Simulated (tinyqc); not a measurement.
## Polarisation charge from two barrier thicknesses

Problem. Voff = phiB - dEc - q sigma d/(eps0 eb). Find sigma, phiB - dEc and the thickness at which Voff = 0.

Constants: q = 1.602176634e-19 C, eps0 = 8.8541878128e-14 F/cm where lengths are in cm. Results are converted to the units shown.

Voff at d = 13 and 30 nm (V): [-5.1214178, -12.726849]
eb = 9.4891000

Solution. Voff is a straight line in d: its slope is -q sigma/(eps0 eb) and its intercept phiB - dEc.

sigma = 2.346e13 cm^-2
phiB - dEc = 0.6945 V
thickness for Voff = 0 = 1.552 nm

tinyqc, about 0.01 s, one thread, Intel Xeon 2.30GHz (shared host): `OMP_NUM_THREADS=1 python tinyqc.py 2180141 2180142 out.jsonl`
